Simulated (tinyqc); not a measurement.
Input admittance of a MOSFET at zero drain bias: distributed channel and distributed gate: one step of the calculation.

Source and drain grounded, strong inversion, w = 2 pi f, Cox = eps0 eox/tox. The channel is an RC line of resistance 1/(mu Cox Vo) per square fed from both ends, so one finger has the intrinsic admittance y = i w Cox L tanh(g)/g per width, g = (1/2) sqrt(i w tau), tau = L^2/(mu Vo). The vertical resistance rv/L is in series with y, the overlaps 2 i w Cov in parallel: y_t = 1/(1/y + rv/L) + 2 i w Cov. The gate strip is a line of Rsh/L per length loaded by y_t, so a finger has Y = y_t Wf tanh(k)/k, k = (Wf/sd) sqrt(y_t Rsh/L); the device has Nf Y.

Task. Input impedance of the device. k and Y as defined; Z = 1/(Nf Y) = R + 1/(i w C); Q = |Im Z|/R; signal at the point farthest from a contact |1/cosh k|.

Parameters, values chosen for the exercise; values of the order met in silicon radio-frequency transistors: channel length L = 0.24 um; finger width Wf = 0.77 um; number of fingers Nf = 4; sheet resistance of the gate Rsh = 37 ohm/square; number of ends at which a finger is contacted sd = 1; frequency f = 28 GHz.

y_t = 25.56177+420.22346i uS/um

Give: k; Nf Y; R; C; Q; signal at the far point.

Result.

k = 0.14286+0.13443i
Nf Y = 0.0952+1.2920i mS
R = 56.715 ohm
C = 7.3838 fF
Q = 13.573
signal at the far point = 0.99871

Computed by the program tinyqc: `OMP_NUM_THREADS=1 python tinyqc.py 2262146 2262147 out.jsonl`, one thread of a shared Intel Xeon 2.30GHz, about 0.01 s for the whole run.
